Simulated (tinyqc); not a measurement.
# Bulk resistivity and mean free path from two films

Inverse problem. In the thick-film limit single-crystal films obey rho = rho0 (1 + 3 (1 - ps) lam/(8 d)). Find rho0, lam and the product rho0 lam.

Inputs (values chosen for the exercise): specular share of surface scattering ps = 0.2.

rho at d = 18 and 72 nm (uohm cm): [7.392, 6.468]

Answer. rho is a straight line in 1/d: the intercept is rho0 and the slope (3/8)(1 - ps) rho0 lam. Without ps only the product (1 - ps) lam could be found.

rho0 = 6.16 uohm cm
lam = 12.0 nm
rho0 lam = 73.9 uohm cm nm

Computed by the program tinyqc: `OMP_NUM_THREADS=1 python tinyqc.py 2100155 2100156 out.jsonl`, one thread of a shared Intel Xeon 2.30GHz, about 0.01 s for the whole run.
